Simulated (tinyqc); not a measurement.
Inputs raised by 2 %, one at a time: trap-assisted generation and recombination current of an abrupt junction. Computed by tinyqc, a small Python program. Command: `OMP_NUM_THREADS=1 python tinyqc.py 3012044 3012045 out.jsonl junctionleak sens`. One thread of a shared host (Intel(R) Xeon(R) Processor @ 2.30GHz), about 0.03 s of CPU time with the checks.

Depletion approximation, flat quasi-Fermi levels across the depleted layer, long neutral regions with minority lifetimes tau_n and tau_p, full ionisation and Boltzmann statistics. Voltages in exponents stand for e V.

Inputs (values chosen for the exercise, with bands and screening modelled on silicon):
```
quantity                              value    unit
gap E_g                                1.14      eV
electron mass m_e                     0.335     m_0
valleys M_c                               6       -
hole mass m_h                         0.799     m_0
dielectric constant eps                11.8       -
acceptor density N_A                1.1e+17   cm^-3
donor density N_D                   1.3e+18   cm^-3
capture time tau_n                  1.8e-07       s
capture time tau_p                  1.3e-05       s
trap level E_t - E_i                   -0.1      eV
electron diffusion coefficient D_n       95  cm^2/s
hole diffusion coefficient D_p          1.4  cm^2/s
forward bias V                         0.56       V
reverse bias V_r                        4.2       V
temperature T                           300       K
```

Field enhancement: none.

Constants: k_B = 8.617333262e-05 eV/K; m_0 = 9.1093837015e-31 kg; k_B = 1.380649e-23 J/K; h = 6.62607015e-34 J s; e = 1.602176634e-19 C; eps_0 = 8.8541878128e-12 F/m.

Method:
- N_c = 2 M_c (2 pi m_e k_B T/h^2)^(3/2) and N_v = 2 (2 pi m_h k_B T/h^2)^(3/2), masses in units of m_0.
- n_i = sqrt(N_c N_v) exp(-E_g/2 k_B T); V_bi = (k_B T/e) ln(N_A N_D/n_i^2); diffusion saturation current J_d0 = e n_i^2 [sqrt(D_n/tau_n)/N_A + sqrt(D_p/tau_p)/N_D].
- W = sqrt(2 eps eps_0 (V_bi - V)(1/N_A + 1/N_D)/e), x_p = W N_D/(N_A + N_D), x_n = W - x_p, peak field F_m = 2 (V_bi - V)/W; reverse bias means V = -V_r.
- Potential from the p edge: phi = (V_bi - V) x^2/(x_p W) on the p side and (V_bi - V)[1 - (W - x)^2/(x_n W)] on the n side; p = N_A exp(-phi/k_B T), n = n_i^2 exp(V/k_B T)/p; U = (n p - n_i^2)/[tau_p (n + n_i exp(dE/k_B T)) + tau_n (p + n_i exp(-dE/k_B T))], dE = E_t - E_i, n1 = n_i exp(dE/k_B T), p1 = n_i exp(-dE/k_B T); J_t = e int U dx by the trapezoid rule on 400 intervals on each side.
- Generation lifetime tau_g = tau_p exp(dE/k_B T) + tau_n exp(-dE/k_B T); textbook estimate e n_i W/tau_g; generation current J_g = -J_t; total = J_g + J_d0 (1 - exp(-V_r/k_B T)).
- Total J = J_t + J_d0 (exp(V/k_B T) - 1); ideality n = (e/k_B T) dV/d ln J, central difference of 1 mV.

Runs:
```
input moved                      from         to  total reverse current (A/cm^2)  generation current (A/cm^2)  ideality factor  peak field F_m (V/cm)
base run                            -          -                      1.8818e-09                   1.8806e-09           1.0033             3.9938e+05
acceptor density N_A (cm^-3)  1.1e+17  1.122e+17                      1.8629e-09                   1.8616e-09           1.0033             4.0306e+05
donor density N_D (cm^-3)     1.3e+18  1.326e+18                      1.8818e-09                   1.8806e-09           1.0033             3.9970e+05
capture time tau_n (s)        1.8e-07  1.836e-07                      1.8461e-09                   1.8449e-09           1.0033             3.9938e+05
trap level E_t - E_i (eV)        -0.1     -0.102                      1.7518e-09                   1.7505e-09           1.0033             3.9938e+05
reverse bias V_r (V)              4.2      4.284                      1.9050e-09                   1.9038e-09           1.0033             4.0263e+05
temperature T (K)                 300        306                      3.2113e-09                   3.2082e-09           1.0027             3.9915e+05
gap E_g (eV)                     1.14     1.1628                      1.2049e-09                   1.2044e-09           1.0048             4.0026e+05
```

Exponents ln(y'/y) / ln(x'/x):
```
input                 total reverse current  generation current  ideality factor  peak field F_m
acceptor density N_A                 -0.511              -0.511            0.001           0.463
donor density N_D                     0.000               0.000            0.000           0.041
capture time tau_n                   -0.966              -0.966            0.000           0.000
trap level E_t - E_i                 -3.615              -3.618            0.000           0.000
reverse bias V_r                      0.619               0.619            0.000           0.410
temperature T                        26.989              26.974           -0.031          -0.029
gap E_g                             -22.513             -22.501            0.079           0.112
```

Which inputs matter most for each result?

Among the inputs moved here: total reverse current answers most in size to temperature T (exponent +26.989), next to gap E_g (-22.513); its exponent is below 0.0005 for donor density N_D. generation current answers most in size to temperature T (exponent +26.974), next to gap E_g (-22.501); its exponent is below 0.0005 for donor density N_D. Its exponent -0.966 in capture time tau_n: the tau_n term rules tau_g. Ideality factor answers most in size to gap E_g (exponent +0.079), next to temperature T (-0.031); its exponent is below 0.0005 for donor density N_D, capture time tau_n, trap level E_t - E_i, reverse bias V_r. Peak field F_m answers most in size to acceptor density N_A (exponent +0.463), next to reverse bias V_r (+0.410); its exponent is below 0.0005 for capture time tau_n, trap level E_t - E_i.

Caution (all rows): at such a field avalanche multiplication or band-to-band tunnelling, left out here, may dominate the reverse current.

Extremes, crossings and ranges named in words are read from the listed rows.
